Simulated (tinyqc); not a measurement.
Thermal and gravitational stress in a wafer during furnace and rapid thermal processing, and the onset of slip: one step, computed by the program tinyqc. Command: `OMP_NUM_THREADS=1 python tinyqc.py 3022618 3022619 out.jsonl slip walk`. One thread of a shared host (Intel(R) Xeon(R) Processor @ 2.30GHz), about 0.01 s of CPU time with the checks.

A thin free disc in plane stress, isotropic; T(r) = T_centre + dT (r/R)^n. Stress is positive in tension; sigma_SB = 5.670374419e-8 W/(m^2 K^4), g = 9.80665 m/s^2.

Task: Gravity. Own weight q = rho g t on a ring of radius b R, x = r/R: moments of an edge-supported plate, M_r = q R^2 (3 + nu)(1 - x^2)/16 and M_t = q R^2 [(3 + nu) - (1 + 3 nu) x^2]/16, less the uniform moment inside the ring load, q R^2 [(1 - nu)(1 - b^2) - 2 (1 + nu) ln b]/8; stress at the lower face = 6 M/t^2.

Inputs (values chosen for the exercise, for a model wafer):

| quantity | value | unit |
|---|---|---|
| wafer radius R | 225 | mm |
| thickness t | 925 | micrometre |
| Poisson ratio nu | 0.25 | - |
| density rho | 2330 | kg/m^3 |
| radius of the support ring over R | 0.63 | - |

Give: stress at the centre; radial stress at the ring; hoop stress at the ring.

Result:

stress at the centre = 0.016494 MPa

radial stress at the ring = -0.58842 MPa

hoop stress at the ring = -0.30923 MPa
